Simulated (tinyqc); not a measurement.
Avalanche multiplication and breakdown of a junction from ionisation integrals: one step, computed by the program tinyqc. Command: `OMP_NUM_THREADS=1 python tinyqc.py 3001405 3001406 out.jsonl impact walk`. One thread of a shared host (Intel(R) Xeon(R) Processor @ 2.30GHz), about 0.01 s of CPU time with the checks.

Ionisation coefficients follow the local field. Position x runs through the depletion layer from the p side (x = 0), where electrons enter, to the n side (x = w), where holes enter. The built-in voltage is neglected.

Question. Coefficients at the critical field. alpha_n = a_n exp(-(b_n/F)^c), alpha_p = a_p exp(-(b_p/F)^c).

Inputs (values chosen for the exercise, modelled on germanium): electron prefactor a_n = 1.49e+07 1/cm; electron field b_n = 1.6e+06 V/cm; hole prefactor a_p = 9.78e+06 1/cm; hole field b_p = 1.25e+06 V/cm; exponent c = 1.

Junction: one-sided abrupt p+n.

critical field F_m = 0.2363931 MV/cm

Give: alpha_n; alpha_p; ratio k = alpha_p/alpha_n; shorter ionisation length.

Answer.

alpha_n = 17128 1/cm

alpha_p = 49417 1/cm

ratio k = alpha_p/alpha_n = 2.885

shorter ionisation length = 0.2024 micrometre

Holes ionise more readily at the peak field.
